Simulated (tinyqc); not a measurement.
Inside a calculation. Model: Koster-Slater impurity in a tight-binding band, by Green functions and by supercells. Computed by tinyqc, a small Python program that keeps every step. Command: `OMP_NUM_THREADS=1 python tinyqc.py 3004522 3004523 out.jsonl kosterslater walk`. One thread of a shared host (Intel(R) Xeon(R) Processor @ 2.30GHz), about 0.02 s of CPU time with the checks. Intermediate numbers are printed to about 5 digits and carried at full precision; extremes and crossings named in words are read from the listed rows.

One orbital per site, e(k) = -2 t sum cos(k_i) over 2 direction(s), band from -4 t to 4 t, lattice constant 1. One site has the extra energy U. Spin is left out.

Inputs (values chosen for the exercise, for a model band):

| quantity | value | unit |
|---|---|---|
| hopping t | 1.4 | eV |
| impurity potential U | -8.61 | eV |
| supercell edge N | 3 | sites |
| energy inside the band E | 4.65 | eV |
| broadening eta | 0.21 | eV |
| impurity concentration c | 0.0001 | per site |

Lattice: square.

Constants: hbar = 6.582119569e-16 eV s.

## The host Green function outside the band

Outside the band G0(E) = (2/(pi E)) K(m), m = 16 t^2/E^2, K the complete elliptic integral with parameter m. A bound state solves 1/U = G0(E). Energies: 0.05, 0.2, 0.5, 1, 2, 4 and 8 t beyond the band edge on the side of U, rounded to four digits.

Scan on the side of U:

| E (eV) | G0 (1/eV) | 1/U - G0 (1/eV) |
|---|---|---|
| -5.67 | -0.36535 | 0.24921 |
| -5.88 | -0.28285 | 0.16670 |
| -6.30 | -0.22588 | 0.10974 |
| -7.00 | -0.18146 | 0.06532 |
| -8.40 | -0.13715 | 0.02101 |
| -11.20 | -0.09582 | -0.02032 |
| -16.80 | -0.06129 | -0.05485 |

G0 diverges at the band edge, so any U binds a state, exponentially weakly when U is small.

## The bound state

Bisection in ln(distance from the edge) between 1e-5 t and |U| + t. Weight on the impurity site: -1/(U^2 dG0/dE), by a central difference with step min(1e-4 t, distance/30). Decay length along an axis: 1/arccosh(1 + distance/(2 t)).

level E_b = -9.5420 eV

distance from the band edge = 3.9420 eV

weight on the impurity site = 0.88741

decay length = 0.65545 sites

The state is compact: most of it sits on the impurity.

## Green function inside the band

Inside the band G0(z), z = E + i eta, comes from the chain form 1/(sqrt(y - 2t) sqrt(y + 2t)) (principal roots) at y = z + 2 t cos k, averaged over k in (0, pi) with 200 Gauss-Legendre points.

G0(E + i eta) = 0.22872-0.18556i 1/eV

## Scattering

T = U/(1 - U G0); phase shift delta = -arg(1 - U G0) in (-pi, pi]; host density of states -Im G0/pi; on the impurity -Im[G0/(1 - U G0)]/pi; lifetime of a band state hbar/(-2 c Im T).

T matrix = -2.2487-1.2100i eV

phase shift delta = 0.49365 rad

host density of states = 0.059066 1/eV

density of states on the impurity = 0.0051954 1/eV

scattering lifetime = 2720.0 fs

The Born approximation would take Im T = U^2 Im G0 = -13.8 eV, 11.4 times the full value.

## The supercell Hamiltonian at Gamma

H_ij = -t for each bond from i to j, images included (two bonds add when N = 2); H_11 = U; sites are numbered with the last coordinate running fastest. Diagonalise.

H (eV):
```
       1      2      3      4      5      6      7      8
1  -8.61  -1.40  -1.40  -1.40   0.00   0.00  -1.40   0.00
2  -1.40   0.00  -1.40   0.00  -1.40   0.00   0.00  -1.40
3  -1.40  -1.40   0.00   0.00   0.00  -1.40   0.00   0.00
4  -1.40   0.00   0.00   0.00  -1.40  -1.40  -1.40   0.00
5   0.00  -1.40   0.00  -1.40   0.00  -1.40   0.00  -1.40
6   0.00   0.00  -1.40  -1.40  -1.40   0.00   0.00   0.00
7  -1.40   0.00   0.00  -1.40   0.00   0.00   0.00  -1.40
8   0.00  -1.40   0.00   0.00  -1.40   0.00  -1.40   0.00
9   0.00   0.00  -1.40   0.00   0.00  -1.40  -1.40  -1.40

       9
1   0.00
2   0.00
3  -1.40
4   0.00
5   0.00
6  -1.40
7  -1.40
8  -1.40
9   0.00
```

levels (eV): -9.7037  -4.4084  -1.4000  -1.4000  -1.4000  1.3021  2.8000  2.8000  2.8000

## The level in the supercell

In a periodic cell of N sites along each direction with Bloch vector K, the level solves 1/U = N^-d sum_k 1/(E - e(k)), k_i = (2 pi m_i + K_i)/N, m_i = 0..N-1; the outermost root on the side of U is taken (bisection). d is the number of directions. Gamma means K_i = 0, the zone corner K_i = pi, the quarter point K_i = pi/2. The error is measured against the isolated level E_b.

level at Gamma = -9.7037 eV

level at the corner = -9.3832 eV

level at the quarter point = -9.5409 eV

error at Gamma = -0.16173 eV

width between Gamma and the corner = 0.32053 eV

Images turn the level into a band 0.321 eV wide; the quarter point misses the isolated level by 0.0011 eV, far less than Gamma, because the leading hopping between images averages out there.

## Convergence with cell size

Even N; errors against the isolated level E_b, set to 0 below 1e-6 t.

Error of the level (eV):

| N | sites | Gamma | corner | quarter point |
|---|---|---|---|---|
| 2 | 4 | -8.3627e-01 | 9.3200e-01 | 2.9626e-02 |
| 4 | 16 | -3.0711e-02 | 2.9626e-02 | 4.6078e-05 |
| 6 | 36 | -1.1517e-03 | 1.1352e-03 | 0 |
| 8 | 64 | -4.6254e-05 | 4.6078e-05 | 0 |
| 12 | 144 | 0 | 0 | 0 |
| 16 | 256 | 0 | 0 | 0 |

The error at Gamma falls exponentially, between the last two resolved rows by exp(-1.607) per site against 1/(decay length) = 1.526; the rest is the power-law prefactor of the Green function. Gamma and the corner err in opposite directions. Among the sizes listed an error below 1 meV is first reached at N = 8 at Gamma; at the quarter point N = 4 is enough.

## Phase shift across the band

delta/pi = -arg(1 - U G0)/pi counts the states added below E (Friedel); host DOS = -Im G0/pi, DOS on the impurity = -Im[G0/(1 - U G0)]/pi; 13 evenly spaced energies from -(band edge + |U| + 2t) to +(band edge + |U| + 2t).

Across the spectrum:

| E (eV) | Re G0 (1/eV) | host DOS (1/eV) | DOS on the impurity (1/eV) | delta/pi |
|---|---|---|---|---|
| -17.010 | -0.06048 | 0.00025 | 0.001096 | 0.00452 |
| -14.175 | -0.07355 | 0.00038 | 0.002810 | 0.00888 |
| -11.340 | -0.09440 | 0.00064 | 0.018196 | 0.02949 |
| -8.505 | -0.13467 | 0.00143 | 0.053223 | 0.92406 |
| -5.670 | -0.29891 | 0.02389 | 0.008255 | 0.87597 |
| -2.835 | -0.18436 | 0.07678 | 0.016482 | 0.58772 |
| 0.000 | 0.00000 | 0.16893 | 0.007721 | 0.43142 |
| 2.835 | 0.18436 | 0.07678 | 0.006975 | 0.21531 |
| 5.670 | 0.29891 | 0.02389 | 0.001811 | 0.05694 |
| 8.505 | 0.13467 | 0.00143 | 0.000307 | 0.00572 |
| 11.340 | 0.09440 | 0.00064 | 0.000196 | 0.00305 |
| 14.175 | 0.07355 | 0.00038 | 0.000142 | 0.00199 |
| 17.010 | 0.06048 | 0.00025 | 0.000109 | 0.00143 |

delta/pi starts and ends near zero (+0.005 and +0.001): the impurity moves states but creates none. delta/pi rises at the bound state below the band (-9.542 eV), reaches 0.92 among these rows (1 in the limit of small eta, just above the level) and is paid back by the top of the band.

Checks made by the program: G0 at the level by a direct sum over directions (relative difference below 1e-10); diagonalisation against the k sum (relative difference below 1e-10).
